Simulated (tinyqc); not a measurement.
## Surface Green function of a dimerised chain, Sancho-Rubio decimation: densities of states against energy

A semi-infinite lead of cells 0, 1, 2, ... with H0 inside a cell and H1 = <cell i|H|cell i + 1>. Cell A, B with A at the surface; -t1 joins A and B, -t2 joins B to the next A. z = E + i eta.

Start with e_s = e = H0, a = H1, b = H1^dagger. Each round: g = (z - e)^(-1); e_s <- e_s + a g b; e <- e + a g b + b g a; a <- a g a; b <- b g b (all with the old a, b). Round k joins cells 2^k apart. Stop when the largest entry of the matrices a and b is below 1e-12 eV; g_s = (z - e_s)^(-1), bulk (z - e)^(-1), density of states -Im Tr/pi. Here eta = 0.01 eV. Open modes are the crossings of E with the bands of H0 + H1 exp(ik) + H1^dagger exp(-ik) for 0 < k < pi.

H0 (eV):

|  | A | B |
|---|---|---|
| A | 0.3 | -0.78 |
| B | -0.78 | -0.3 |

H1 (eV):

|  | A | B |
|---|---|---|
| A | 0 | 0 |
| B | -1 | 0 |

Densities of states against energy:

| E (eV) | open modes | rounds | surface (1/eV) | bulk (1/eV) |
|---|---|---|---|---|
| -1.99 | 0 | 5 | 0.009297 | 0.02204 |
| -1.62 | 1 | 11 | 0.7150 | 0.8206 |
| -1.26 | 1 | 11 | 0.7825 | 0.5154 |
| -0.9 | 1 | 11 | 0.5681 | 0.4468 |
| -0.54 | 1 | 11 | 0.2766 | 0.5095 |
| -0.18 | 0 | 7 | 0.01221 | 0.01431 |
| 0.18 | 0 | 7 | 0.09473 | 0.01431 |
| 0.3 | 0 | 7 | 12.48 | 0.04646 |
| 0.54 | 1 | 11 | 0.5016 | 0.5095 |
| 0.9 | 1 | 11 | 0.5410 | 0.4468 |
| 1.26 | 1 | 11 | 0.6418 | 0.5154 |
| 1.62 | 1 | 11 | 0.5704 | 0.8206 |
| 1.99 | 0 | 5 | 0.007958 | 0.02204 |

What does the comparison show?

The bands of the infinite lead run over -1.81 to -0.372, 0.372 to 1.81 eV. The rounds lie between 5 and 11, 6.2 on average outside the bands and 11.0 inside. The surface density of states is largest at E = 0.3 eV among the rows (12.5 1/eV, bulk 0.0465): no mode is open there and the bulk has far less, which marks a state bound to the surface.

Numbers from tinyqc (`OMP_NUM_THREADS=1 python tinyqc.py 2680118 2680119 out.jsonl`; about 0.02 s on one thread of a shared Intel Xeon 2.30GHz).
